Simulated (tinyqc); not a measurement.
Inside a calculation. Method: Pariser-Parr-Pople SCF with singles CI, for the molecule OC1=CC=CC=CC=C1 (SMILES; centres numbered as the heavy atoms are written). Computed by tinyqc, a small Python program that keeps every step. Settings: charge = 0, gamma = MN, start = huckel, damping = 0, iteration cap = 76, excitations kept = 4. Command: `OMP_NUM_THREADS=1 python tinyqc.py 26273 26274 out.jsonl` (the two numbers bound the seeds that draw the settings). One thread of a shared host (Intel(R) Xeon(R) Processor @ 2.60GHz), about 0.01 s of CPU time with the checks. Later iterations appear only in the table of the cycle.

## PPP integrals

Centres (angstrom, eV; a flat drawing with bonds scaled to 1.40 angstrom):

| centre | x | y | core charge z | W | gamma_rr |
|---|---|---|---|---|---|
| 1O | 2.87000 | 0.00000 | 2 | 33.00000 | 21.50000 |
| 2C | 1.47000 | 0.00000 | 1 | 11.16000 | 11.13000 |
| 3C | 0.93500 | 1.29300 | 1 | 11.16000 | 11.13000 |
| 4C | -0.35900 | 1.82900 | 1 | 11.16000 | 11.13000 |
| 5C | -1.65200 | 1.29300 | 1 | 11.16000 | 11.13000 |
| 6C | -2.18800 | 0.00000 | 1 | 11.16000 | 11.13000 |
| 7C | -1.65200 | -1.29300 | 1 | 11.16000 | 11.13000 |
| 8C | -0.35900 | -1.82900 | 1 | 11.16000 | 11.13000 |
| 9C | 0.93500 | -1.29300 | 1 | 11.16000 | 11.13000 |

Resonance integrals (eV):

| i | j | beta |
|---|---|---|
| 1 | 2 | -2.24000 |
| 2 | 3 | -2.39000 |
| 3 | 4 | -2.39000 |
| 4 | 5 | -2.39000 |
| 5 | 6 | -2.39000 |
| 6 | 7 | -2.39000 |
| 7 | 8 | -2.39000 |
| 8 | 9 | -2.39000 |
| 9 | 2 | -2.39000 |

Mataga-Nishimoto: gamma = 14.399645/(R + a), a = 2 x 14.399645/(gamma_rr + gamma_ss); H_rr = -W_r - sum_(s != r) z_s gamma_rs; H_rs = beta for bonds.

repulsion gamma_rs (eV), lower triangle:
```
          1O        2C        3C        4C        5C        6C        7C        8C
1O  21.50000
2C   6.30844  11.13000
3C   4.48608   5.34690  11.13000
4C   3.13470   3.71090   5.34431  11.13000
5C   2.57789   3.08150   3.71051   5.34614  11.13000
6C   2.42394   2.90798   3.08089   3.71090   5.34614  11.13000
7C   2.57789   3.08150   2.90806   3.08150   3.71147   5.34614  11.13000
8C   3.13470   3.71090   3.08125   2.90798   3.08150   3.71090   5.34614  11.13000
9C   4.48608   5.34690   3.71147   3.08125   2.90806   3.08089   3.71051   5.34431

          9C
9C  11.13000
```

core matrix H (eV), lower triangle:
```
           1O         2C         3C         4C         5C         6C         7C         8C
1O  -62.12972
2C   -2.24000  -50.96346
3C    0.00000   -2.39000  -47.31557
4C    0.00000    0.00000   -2.39000  -44.61239
5C    0.00000    0.00000    0.00000   -2.39000  -43.50112
6C    0.00000    0.00000    0.00000    0.00000   -2.39000  -43.19173
7C    0.00000    0.00000    0.00000    0.00000    0.00000   -2.39000  -43.50112
8C    0.00000    0.00000    0.00000    0.00000    0.00000    0.00000   -2.39000  -44.61239
9C    0.00000   -2.39000    0.00000    0.00000    0.00000    0.00000    0.00000   -2.39000

           9C
9C  -47.31557
```

## Starting guess

pi electrons, sum of z_r less the charge = 10

Orbitals of the Hueckel matrix of the beta values.

P at the start, lower triangle:
```
          1O        2C        3C        4C        5C        6C        7C       8C
1O   1.00000
2C   0.78367   1.00000
3C   0.00000   0.43560   1.25000
4C  -0.37541   0.00000   0.71904   1.00000
5C   0.00000  -0.05647  -0.25000   0.56792   1.25000
6C   0.32248   0.00000  -0.20759   0.00000   0.63632   1.00000
7C   0.00000  -0.05647   0.25000  -0.13919  -0.25000   0.63632   1.25000
8C  -0.37541   0.00000   0.01193   0.00000  -0.13919   0.00000   0.56792  1.00000
9C   0.00000   0.43560  -0.25000   0.01193   0.25000  -0.20759  -0.25000  0.71904

         9C
9C  1.25000
```

## Iteration 1: Fock matrix

F_rr = H_rr + P_rr gamma_rr / 2 + sum_(s != r) P_ss gamma_rs; F_rs = H_rs - P_rs gamma_rs / 2; E = tr P (H + F) / 2 + core repulsion sum_(r<s) z_r z_s gamma_rs.

F (eV), lower triangle:
```
           1O        2C        3C        4C        5C        6C        7C        8C
1O  -18.71801
2C   -4.71186  -7.68923
3C    0.00000  -3.55454  -6.10732
4C    0.58840   0.00000  -4.31139  -4.51640
5C    0.00000   0.08701   0.46381  -3.90809  -4.19913
6C   -0.39084   0.00000   0.31979   0.00000  -4.09094  -3.80542
7C    0.00000   0.08701  -0.36351   0.21446   0.46393  -4.09094  -4.19913
8C    0.58840   0.00000  -0.01839   0.00000   0.21446   0.00000  -3.90809  -4.51640
9C    0.00000  -3.55454   0.46393  -0.01839  -0.36351   0.31979   0.46381  -4.31139

          9C
9C  -6.10732
```

pi energy = -138.86674 eV

## Iteration 1: orbitals and new P

Diagonalise F (the basis is taken as orthonormal) and form P = 2 sum c c over the lowest orbitals.

orbital energies (eV): -20.68926  -12.39467  -10.74299  -10.20334  -6.35044  -4.65595  0.47437  1.34271  3.36119

P after iteration 1, lower triangle:
```
          1O        2C        3C        4C        5C        6C        7C       8C
1O   1.86023
2C   0.38143   0.84353
3C  -0.13137   0.56810   1.29711
4C  -0.16322   0.22107   0.58553   0.78004
5C   0.03980  -0.11267  -0.24034   0.63980   1.18811
6C   0.15346  -0.24784  -0.11143   0.24062   0.59979   0.76571
7C   0.03980  -0.11267   0.24462  -0.13840  -0.21091   0.59979   1.18811
8C  -0.16322   0.22107  -0.04244  -0.21229  -0.13840   0.24062   0.63980  0.78004
9C  -0.13137   0.56810  -0.31154  -0.04244   0.24462  -0.11143  -0.24034  0.58553

         9C
9C  1.29711
```

## Iteration 2: Fock matrix

As before.

F (eV), lower triangle:
```
           1O        2C        3C        4C        5C        6C        7C        8C
1O  -12.30092
2C   -3.44311  -5.32469
3C    0.29468  -3.90879  -5.63256
4C    0.25582  -0.41018  -3.95463  -5.25824
5C   -0.05130   0.17359   0.44590  -4.10023  -5.83229
6C   -0.18598   0.36036   0.17166  -0.44645  -3.99329  -5.48304
7C   -0.05130   0.17359  -0.35569   0.21324   0.39139  -3.99329  -5.83229
8C    0.25582  -0.41018   0.06538   0.30867   0.21324  -0.44645  -4.10023  -5.25824
9C    0.29468  -3.90879   0.57814   0.06538  -0.35569   0.17166   0.44590  -3.95463

          9C
9C  -5.63256
```

pi energy = -145.05690 eV

## Iteration 2: orbitals and new P

As before.

orbital energies (eV): -14.36378  -12.84568  -11.38970  -10.52276  -7.01616  -3.66592  0.40458  0.53120  2.31338

P after iteration 2, lower triangle:
```
          1O        2C        3C        4C        5C        6C        7C       8C
1O   1.84437
2C   0.41976   0.77879
3C  -0.13299   0.54291   1.26255
4C  -0.16343   0.24118   0.63371   0.80203
5C   0.03261  -0.08967  -0.26213   0.60160   1.21899
6C   0.14117  -0.23008  -0.13948   0.22293   0.61344   0.80970
7C   0.03261  -0.08967   0.24350  -0.12410  -0.24760   0.61344   1.21899
8C  -0.16343   0.24118  -0.05419  -0.21068  -0.12410   0.22293   0.60160  0.80203
9C  -0.13299   0.54291  -0.25815  -0.05419   0.24350  -0.13948  -0.26213  0.63371

         9C
9C  1.26255
```

## Convergence

Stop when output and input P, before any damping, agree to 1e-7.

Course of the cycle:

| iteration | E (eV) | largest \|P(out) - P(in)\| |
|---|---|---|
| 1 | -138.8667446 | 8.60e-01 |
| 2 | -145.0569033 | 6.47e-02 |
| 3 | -145.1764713 | 8.89e-03 |
| 4 | -145.1799798 | 2.96e-03 |
| 5 | -145.1803433 | 1.10e-03 |
| 6 | -145.1803867 | 4.26e-04 |
| 7 | -145.1803925 | 1.69e-04 |
| 8 | -145.1803934 | 6.84e-05 |
| 9 | -145.1803936 | 2.81e-05 |
| 10 | -145.1803936 | 1.17e-05 |
| 11 | -145.1803936 | 4.90e-06 |
| 12 | -145.1803936 | 2.07e-06 |
| 13 | -145.1803936 | 8.79e-07 |
| 14 | -145.1803936 | 3.75e-07 |
| 15 | -145.1803936 | 1.61e-07 |
| 16 | -145.1803936 | 6.89e-08 |

Converged in 16 iterations.

## Converged orbitals

Charges are z - P_rr.

orbital energies (eV): -14.87924  -12.71877  -11.34664  -10.69383  -7.02674  -3.63447  0.47368  0.52395  2.29338

coefficients:
```
        MO1       MO2       MO3       MO4       MO5       MO6       MO7       MO8
1O  0.78342  -0.35513   0.00000   0.42529   0.00000  -0.22272   0.00000  -0.15020
2C  0.50097   0.06715   0.00000  -0.36329   0.00000   0.49155   0.00000   0.50964
3C  0.22370   0.22059   0.36154  -0.39488  -0.49615   0.04886  -0.35090  -0.35137
4C  0.11627   0.34901   0.50408  -0.10624   0.01681  -0.48505   0.49560   0.00700
5C  0.05613   0.40453   0.33940   0.27497   0.50354  -0.01433  -0.36229   0.34484
6C  0.04306   0.44851   0.00000   0.44889   0.00000   0.48274   0.00000  -0.48256
7C  0.05613   0.40453  -0.33940   0.27497  -0.50354  -0.01433   0.36229   0.34484
8C  0.11627   0.34901  -0.50408  -0.10624  -0.01681  -0.48505  -0.49560   0.00700
9C  0.22370   0.22059  -0.36154  -0.39488   0.49615   0.04886   0.35090  -0.35137

         MO9
1O   0.08425
2C  -0.33345
3C   0.34572
4C  -0.34360
5C   0.37213
6C  -0.35997
7C   0.37213
8C  -0.34360
9C   0.34572
```

pi charges: 1O 0.15853, 2C 0.22508, 3C -0.26300, 4C 0.19801, 5C -0.22230, 6C 0.19097, 7C -0.22230, 8C 0.19801, 9C -0.26300

## Singles CI, singlets

Over the 4 single excitations with the smallest orbital gaps: A = (e_a - e_i) delta + 2 (ia|jb) - (ij|ab), with (pq|rs) = sum c_mp c_mq gamma_mn c_nr c_ns. f = 2/3 w |mu|^2 in atomic units, mu = sqrt2 sum c_ia sum_m c_mi c_ma R_m.

singlet CI matrix (eV), lower triangle:
```
          5>6       4>6      5>7      5>8
5>6  -0.76616
4>6   0.00000   4.43561
5>7   0.00000  -0.44730  4.79282
5>8  -0.12453   0.00000  0.00000  4.78729
```

singlet excitation energies (eV): -0.76895  4.13257  4.79008  5.09585

oscillator strengths: -0.00111  0.09758  0.68276  1.65630

## Singles CI, triplets

Over the 4 single excitations with the smallest orbital gaps: A = (e_a - e_i) delta - (ij|ab), with (pq|rs) = sum c_mp c_mq gamma_mn c_nr c_ns.

triplet CI matrix (eV), lower triangle:
```
          5>6      4>6      5>7      5>8
5>6  -0.79309
4>6   0.00000  2.38717
5>7   0.00000  0.39811  2.70023
5>8   0.08137  0.00000  0.00000  2.79569
```

triplet excitation energies (eV): -0.79494  2.11593  2.79754  2.97148
